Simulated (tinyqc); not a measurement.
Landau levels of massive Dirac electrons in two valleys: one step. Fields of the Hall plateaus. Two cases, with inputs chosen for the exercise.

Problem. A plateau is centred where nu = n/n_B equals 2, 6, 10, 14, 18, 22; there rho_xy = h/(nu e^2).

In a field B along z: l = 1/sqrt((e/hbar) B) is the magnetic length, n_B = B/(h/e) the number of states per area in one level, hbar wc = 2 muB B/m for mass m in m0; 1/angstrom^2 = 1e16/cm^2.

Constants: h/e = 413566.7697 T angstrom^2; e^2/h = 3.874045865e-05 S.

Case 1.

Values chosen (out of a larger set: near those of a MoS2 monolayer; not measured data): n = 7.9 x 1e11/cm^2 (electron sheet density).

Case 2.

Values chosen (out of a larger set: a gapped graphene sheet; not measured data): n = 2.1 x 1e11/cm^2 (electron sheet density).

Give: Plateaus.

Solution.

Case 1.

Plateaus:
```
nu   B (T)  1/B (1/T)  rho_xy (kohm)
2   16.336     0.0612        12.9064
6    5.445     0.1836         4.3021
10   3.267     0.3061         2.5813
14   2.334     0.4285         1.8438
18   1.815     0.5509         1.4340
22   1.485     0.6734         1.1733
```

Case 2.

Plateaus:
```
nu  B (T)  1/B (1/T)  rho_xy (kohm)
2   4.342     0.2303        12.9064
6   1.447     0.6909         4.3021
10  0.868     1.1514         2.5813
14  0.620     1.6120         1.8438
18  0.482     2.0726         1.4340
22  0.395     2.5331         1.1733
```

Computed by tinyqc, one run a case: `OMP_NUM_THREADS=1 python tinyqc.py N N+1 out.jsonl` with N = 1252297, 1281115; one thread of a shared Intel(R) Xeon(R) Processor @ 2.30GHz, about 0.01 s a run at most.
